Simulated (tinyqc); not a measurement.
Metal gate on a two-layer dielectric stack with fixed charge and a dipole: one step of the calculation.

Gate, layer 2, layer 1, p-type semiconductor; x runs from the gate inwards. Charges are counted in units of +q. psi is the band bending at the surface, positive towards inversion. Classical charge, Boltzmann statistics, no interface traps.

Problem. Threshold voltage. ni = sqrt(Nc Nv) exp(-Eg/(2 Vt)), Eg in volts, pB = Vt ln(Na/ni), Vth = Vfb + 2 pB + sqrt(4 q eps0 eps_r Na pB)/Cox.

Values chosen for this exercise; band and dielectric values close to those of silicon, layer 1 close to silicon dioxide, layer 2 close to aluminium oxide:
```
symbol    value   unit                                 meaning
T           250      K                             temperature
Eg         1.12     eV                                band gap
eps_r      11.6                          relative permittivity
Nc      2.17e19  cm^-3  conduction-band density of states at T
Nv      2.05e19  cm^-3     valence-band density of states at T
Na       1.3e16  cm^-3                        acceptor density
```

Constants: q = 1.602176634e-19 C, kB = 1.380649e-23 J/K, Vt = kB T/q, eps0 = 8.8541878128e-14 F/cm where lengths are in cm. Results are converted to the units shown.

Vfb = -0.66447081 V
Cox = 1.2137606 uF/cm^2

Find: ni; pB; depletion charge; Vth.

Solution.

ni = 1.0839e8 cm^-3
pB = 0.40076 V
depletion charge = 0.058560 uC/cm^2
Vth = 0.18529 V

tinyqc, about 0.01 s, one thread, Intel Xeon 2.30GHz (shared host): `OMP_NUM_THREADS=1 python tinyqc.py 2010123 2010124 out.jsonl`
